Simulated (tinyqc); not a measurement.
Circular transfer-length structure: one step of the calculation.

A disc contact of radius r0 and a very wide ring contact from r1 = r0 + sp outwards lie on a thin layer; the metal has no resistance and the sheet resistance under the contacts equals Rsh.

Problem. The large-radius form. Transfer length Lt = sqrt(rc/Rsh). R = (Rsh/2 pi) [(Lt/r0) I0(r0/Lt)/I1(r0/Lt) + ln(r1/r0) + (Lt/r1) K0(r1/Lt)/K1(r1/Lt)] with modified Bessel functions; for r0 >> Lt both ratios tend to 1. Large radius: R = (Rsh/2 pi) [Lt (1/r0 + 1/r1) + ln(r1/r0)], and linearised for sp << r0: Rsh (sp + 2 Lt)/(2 pi r0).

Parameters, values chosen for the exercise: sheet resistance of the semiconductor layer Rsh = 24 ohm/sq; specific contact resistivity rc = 1.4e-5 ohm cm^2; radius of the inner contact r0 = 61 um; gap between the contacts sp = 50 um.

Wanted: large-radius R; linearised R.

Solution.

large-radius R = 3.028 ohm
linearised R = 4.087 ohm

Computed by the program tinyqc: `OMP_NUM_THREADS=1 python tinyqc.py 2760109 2760110 out.jsonl`, one thread of a shared Intel Xeon 2.30GHz, about 0.01 s for the whole run.
